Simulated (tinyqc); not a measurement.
Mobility of a non-polar semiconductor in the relaxation-time approximation: one step, computed by the program tinyqc.

Each valley is treated as a sphere of mass m_d for states and rates, with one isotropic relaxation time; the conductivity mass m_c sets the current.

Question. Masses. m_d = (m_l m_t^2)^(1/3); 1/m_c = (1/m_l + 2/m_t)/3; Hall mass factor A = 3 K_m (K_m + 2)/(2 K_m + 1)^2, K_m = m_l/m_t; N_I = n (1 + C)/(1 - C).

Inputs (values chosen for the exercise, modelled on electrons in silicon):

| quantity | value | unit |
|---|---|---|
| longitudinal mass m_l | 0.934 | m_0 |
| transverse mass m_t | 0.191 | m_0 |
| carrier density n | 7.4e+14 | 1/cm^3 |
| compensation ratio C | 0 | - |

Band: parabolic. Impurity formula: Brooks-Herring. Further scattering: neutral impurities.

Give: density-of-states mass m_d; conductivity mass m_c; Hall mass factor A; ionised impurity density N_I.

Answer.

density-of-states mass m_d = 0.3242 m_0

conductivity mass m_c = 0.2599 m_0

Hall mass factor A = 0.8698

ionised impurity density N_I = 7.40e+14 1/cm^3
